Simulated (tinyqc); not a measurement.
# Donor in an ellipsoidal valley (Kohn-Luttinger variational method), step by step

A worked calculation. Computed by tinyqc, a small Python program that keeps every step. Command: `OMP_NUM_THREADS=1 python tinyqc.py 3012914 3012915 out.jsonl kohnlutt walk`. One thread of a shared host (Intel(R) Xeon(R) Processor @ 2.30GHz), about 0.03 s of CPU time with the checks. Intermediate numbers are printed to about 5 digits and carried at full precision; extremes and crossings named in words are read from the listed rows.

H = -(d^2/dx^2 + d^2/dy^2) - gamma d^2/dz^2 - 2/r in units built on m_t, with gamma = m_t/m_l and z along the valley axis. One valley; no valley-orbit or central-cell term.

Inputs (values chosen for the exercise, modelled on 3C-SiC):
```
quantity                      value  unit
transverse mass m_t            0.25   m_0
longitudinal mass m_l         0.686   m_0
dielectric constant eps        9.42     -
trial ratio b/a                0.36     -
observed depth chosen for 1s   78.4   meV
```

Constants: Ry = 13.605693123 eV; a_0 = 0.529177210903 angstrom; h x 1 THz = 4.135667696 meV.

## Effective units

Ry* = Ry m_t/eps^2, a* = a_0 eps/m_t, gamma = m_t/m_l.

Ry* = 38.332 meV

a* = 19.939 angstrom

gamma = 0.36443

## Energy at a trial ratio

Trial function exp(-sqrt((x^2 + y^2)/a^2 + z^2/b^2)) with beta = b/a < 1: E = t/a^2 - u/a, t = (2 + gamma/beta^2)/3, u = 2 arcsin(sqrt(1 - beta^2))/sqrt(1 - beta^2); the best a is 2 t/u and E(beta) = -u^2/(4 t).

t = 1.6040

u = 2.5779

best a = 1.2444 a*

E(beta) = -1.0358 Ry*

## Minimum over the ratio

Golden-section search on beta from 0.05 to 0.999, 60 steps.

Search, first ten steps; c and d are the inner points:
```
step      low     high        c  E(c) (Ry*)        d  E(d) (Ry*)
1     0.05000  0.99900  0.41249     -1.1455  0.63651     -1.3495
2     0.41249  0.99900  0.63651     -1.3495  0.77497     -1.3485
3     0.41249  0.77497  0.55094     -1.3119  0.63651     -1.3495
4     0.55094  0.77497  0.63651     -1.3495  0.68940     -1.3562
5     0.63651  0.77497  0.68940     -1.3562  0.72209     -1.3556
6     0.63651  0.72209  0.66920     -1.3549  0.68940     -1.3562
7     0.66920  0.72209  0.68940     -1.3562  0.70188     -1.3564
8     0.68940  0.72209  0.70188     -1.3564  0.70960     -1.3562
9     0.68940  0.70960  0.69712     -1.3564  0.70188     -1.3564
10    0.68940  0.70188  0.69417     -1.3563  0.69712     -1.3564
```

best beta = 0.69940

radius a of the 1s trial function = 16.377 angstrom

radius b of the 1s trial function = 11.454 angstrom

1s binding energy, trial function = 51.992 meV

The envelope is flattened along the heavy axis; beta is close to gamma^(1/3) = 0.714.

## Levels from a Gaussian basis

Gaussian basis: g = P exp(-al (x^2 + y^2) - be z^2) with P = 1 (s-like), z (2p0) or x (2p+-); al = 0.004 x 2.6^k, k = 0..11, and be/al = 1, gamma^(-1/2) or 1/gamma (36 functions); 1/r = (2/sqrt(pi)) int exp(-t^2 r^2) dt by 48 Gauss-Legendre points after t = sqrt(al_i + al_j) tan(theta); overlap eigenvalues below 1e-10 are dropped.

1s binding energy, Gaussian basis = 52.018 meV

2p0 binding energy = 16.799 meV

2p+- binding energy = 11.408 meV

The two-parameter trial function recovers 99.95 % of the 1s binding of the larger basis. 2p0, with its lobes along the heavy axis, is bound 1.47 times as strongly as 2p+-.

## Optical lines and the chemical shift

With an observed depth of 1s, the lines are 1s -> 2p0 = depth - E(2p0) and 1s -> 2p+- = depth - E(2p+-); the chemical shift is depth - E(1s, Gaussian basis); 1 meV = 1 THz/4.135667696.

line 1s -> 2p0 = 61.601 meV

line 1s -> 2p+- = 66.992 meV

chemical shift = 26.382 meV

frequency of the line 1s -> 2p+- = 16.199 THz

The spacing of the two lines, 5.391 meV, does not depend on the depth, so it is the same for every donor in this host.

## Which single mass stands for the valley

A hydrogenic level is Ry m/eps^2 for one mass m; errors are against the Gaussian basis.

1s binding energy:
```
rule                                      mass (m_0)  binding (meV)  error (%)
transverse mass                              0.25000          38.33     -26.31
conductivity mass 3/(2/m_t + 1/m_l)          0.31720          48.64      -6.50
density-of-states mass (m_t^2 m_l)^(1/3)     0.35000          53.66       3.16
longitudinal mass                            0.68600         105.18     102.20
trial function with a and b                        -          51.99      -0.05
mass that fits 1s                            0.33926          52.02       0.00
```

The conductivity mass, which is what a spherical trial function (a = b) gives, falls short by 6.5 %, as a restricted variational bound must; the density-of-states mass is off by +3.2 %. The mass that fits lies between the two.

## Levels against anisotropy

The trial energy is minimised over beta by golden section from 0.05 to 0.999, 60 steps.

Binding energies (Ry*):
```
gamma  1s, trial  1s, Gaussians      2p0     2p+-
0.091     1.8735         1.8799  0.82071  0.35059
0.180     1.6193         1.6220  0.61540  0.32657
0.360     1.3609         1.3616  0.44100  0.29816
0.510     1.2340         1.2342  0.36716  0.28248
0.550     1.2069         1.2071  0.35236  0.27897
0.720     1.1119         1.1120  0.30305  0.26616
0.900     1.0354         1.0354  0.26618  0.25524
```

As gamma falls from 0.9 to 0.091, 1s deepens from 1.035 to 1.880 Ry*, on the way from the hydrogen value 1 to the two-dimensional limit 4; 2p+- moves from 0.255 to 0.351 (limits 1/4 and 4/9), while 2p0 climbs from 0.266 to 0.821 and joins 1s as gamma tends to 0. Near gamma = 1 the trial function is almost exact and can pass the Gaussian basis, whose own error is about 3e-5 Ry*.

Checks made by the program: the Gaussian basis at gamma = 1 against 1, 1/4 and 1/4 Ry* (relative difference 3e-05); trial function against Gaussian basis (relative difference 5e-04).
